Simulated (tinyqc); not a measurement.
From results back to parameters: valence-band offset from core levels. Four cases, with inputs chosen for the exercise.

Problem. At an interface of A and B the binding energy of the core level of B exceeds that of A by dCL. Binding energy of a core level = (EF - Ev) + CL, with one Fermi level for both sides. Find dEv = Ev(A) - Ev(B) and dEc = Eg2 - Eg1 - dEv with the corrected (second) gaps.

Find: dEv; dEc.

Method. dCL = (EF - Ev(B)) + CL_B - (EF - Ev(A)) - CL_A = dEv + CL_B - CL_A; the Fermi level drops out.

Case 1.

Values chosen (out of a larger set: gaps near those of GaAs and AlAs; not measured data): CL = (15.77, 21.81) eV (depth of a core level below the valence top in bulk A and bulk B); Eg1 = (0.5, 1.53) eV (gap of A: semi-local value, corrected value); Eg2 = (1.37, 2.22) eV (gap of B: semi-local value, corrected value).

dCL = 6.4211 eV

Solution.

dEv = 0.38 eV
dEc = 0.31 eV

Case 2.

Values chosen (out of a larger set: gaps near those of GaN and AlN; not measured data): CL = (61.9, 64.19) eV (depth of a core level below the valence top in bulk A and bulk B); Eg1 = (1.92, 3.45) eV (gap of A: semi-local value, corrected value); Eg2 = (4.19, 6.39) eV (gap of B: semi-local value, corrected value).

dCL = 3.1197 eV

Solution.

dEv = 0.83 eV
dEc = 2.11 eV

Case 3.

Values chosen (out of a larger set: gaps near those of Si and SiO2; not measured data): CL = (21.22, 69.21) eV (depth of a core level below the valence top in bulk A and bulk B); Eg1 = (0.62, 1.12) eV (gap of A: semi-local value, corrected value); Eg2 = (5.4, 8.75) eV (gap of B: semi-local value, corrected value).

dCL = 52.4105 eV

Solution.

dEv = 4.42 eV
dEc = 3.21 eV

Case 4.

Values chosen (out of a larger set: gaps near those of GaAs and AlAs; not measured data): CL = (64.92, 92.86) eV (depth of a core level below the valence top in bulk A and bulk B); Eg1 = (0.52, 1.47) eV (gap of A: semi-local value, corrected value); Eg2 = (1.45, 2.13) eV (gap of B: semi-local value, corrected value).

dCL = 28.5246 eV

Solution.

dEv = 0.58 eV
dEc = 0.08 eV

Computed by tinyqc, one run a case: `OMP_NUM_THREADS=1 python tinyqc.py N N+1 out.jsonl` with N = 1851205, 1851276, 1851278, 1851282; one thread of a shared Intel(R) Xeon(R) Processor @ 2.30GHz, about 0.01 s a run at most.
